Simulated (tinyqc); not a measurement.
Worked calculation: interdiffusion of a quantum well during annealing: blurred potential and shift of the confined levels. Computed by tinyqc, a small Python program that keeps every step. Command: `OMP_NUM_THREADS=1 python tinyqc.py 3024559 3024560 out.jsonl qwi walk`. One thread of a shared host (Intel(R) Xeon(R) Processor @ 2.30GHz), about 0.07 s of CPU time with the checks. Intermediate numbers are printed to about 6 digits and carried at full precision; extremes and crossings named in words are read from the listed rows.

A square well of width w is blurred by Fick diffusion with a constant coefficient; band offsets are linear in composition, masses are uniform, and strain and excitons are ignored.

Inputs (values chosen for the exercise, modelled on InGaAs in InP):

| quantity | value | unit |
|---|---|---|
| well width w | 5.4 | nm |
| electron mass m_e | 0.0416 | m_0 |
| hole mass m_h | 0.387 | m_0 |
| conduction offset V_c | 0.23 | eV |
| valence offset V_v | 0.3 | eV |
| prefactor D0 | 1 | cm^2/s |
| activation energy E | 3.36 | eV |
| anneal temperature T | 720 | C |
| anneal time t | 620 | s |

Constants: k_B = 8.617333262e-05 eV/K; hbar^2/(2 m_0) = 3.80998212 eV angstrom^2.

## Diffusion length

D = D0 exp(-E/(k_B T)); L = sqrt(D t); share of well material at the centre erf(w/(4L)); 1 nm = 1e-7 cm. Temperatures in kelvin are T(C) + 273.15.

diffusivity D = 8.90327e-18 cm^2/s

diffusion length L = 0.742969 nm

ratio L/w = 0.137587

share at the centre = 0.989821

## Levels before the anneal

Square well, ground state: take the lowest root of k tan(k w/2) = kappa, k^2 = E/c, kappa^2 = (V - E)/c, c = hbar^2/(2m) with hbar^2/(2 m_0) in eV angstrom^2.

electron level before the anneal = 95.3580 meV

hole level before the anneal = 22.5749 meV

Caution: the well mass is used in the barriers too; a heavier barrier mass would lower these levels.

## Levels after the anneal

With L = sqrt(D t) and the share at the centre erf(w/(4L)). After the anneal: V(z) = V {1 - (1/2)[erf((w/2 - z)/(2L)) + erf((w/2 + z)/(2L))]}, energies counted from the original well bottom. Finite differences on 3000 points over |z| < w/2 + 6L + 25 nm; shifts are taken against the same grid with cell-averaged square steps. Rise of the bottom = V (1 - share at the centre). Overlap = |<electron|hole>|^2.

shift of the electron level = 11.752 meV

shift of the hole level = 20.436 meV

blue shift of the transition = 32.189 meV

rise of the gap at the centre = 5.39509 meV

overlap = 0.7761

The centre is still intact, so the shift comes from rounded edges that narrow the lower part of the well.

## Shift against diffusion length

First-order estimate for small L: the shift is 2 L^2 V |d(psi^2)/dz| at an edge, with psi the normalised square-well state: psi^2 = cos^2(k z)/(w/2 + 1/kappa) inside, so |d(psi^2)/dz| = k sin(k w)/(w/2 + 1/kappa).

Shifts (meV):

| L/w | L (nm) | share at the centre | electron | hole | sum | first-order sum |
|---|---|---|---|---|---|---|
| 0.02 | 0.108 | 1 | 0.309 | 0.489 | 0.798 | 0.857844 |
| 0.04 | 0.216 | 1 | 1.193 | 1.832 | 3.025 | 3.43138 |
| 0.07 | 0.378 | 1.000000 | 3.461 | 5.312 | 8.773 | 10.5086 |
| 0.1 | 0.54 | 0.999593 | 6.682 | 10.677 | 17.359 | 21.4461 |
| 0.15 | 0.81 | 0.981578 | 13.613 | 24.404 | 38.017 | 48.2537 |
| 0.2 | 1.08 | 0.922900 | 21.618 | 43.165 | 64.783 | 85.7844 |
| 0.3 | 1.62 | 0.761407 | 37.496 | 83.39 | 120.887 | 193.015 |
| 0.45 | 2.43 | 0.567942 | 56.409 | 129.784 | 186.194 | 434.284 |
| 0.7 | 3.78 | 0.386495 | 76.372 | 174.42 | 250.792 | 1050.86 |
| 1 | 5.4 | 0.276326 | 90.121 | 202.411 | 292.532 | 2144.61 |

The sum grows as L^1.92 between the first rows (L^2, linear in time, in first order) and as L^0.43 between the last, as it bends towards the limit V_c + V_v less the original levels, 412.1 meV. The first-order form is off by +7 % in the first row and +24 % at L/w = 0.1; it needs L well below the decay length 1/kappa. At L/w = 0.2 the hole level has moved by the larger share of its offset (14.4 % for the hole, 9.4 % for the electron).

Checks made by the program: finite differences against the square-well equation (relative difference 5e-06).
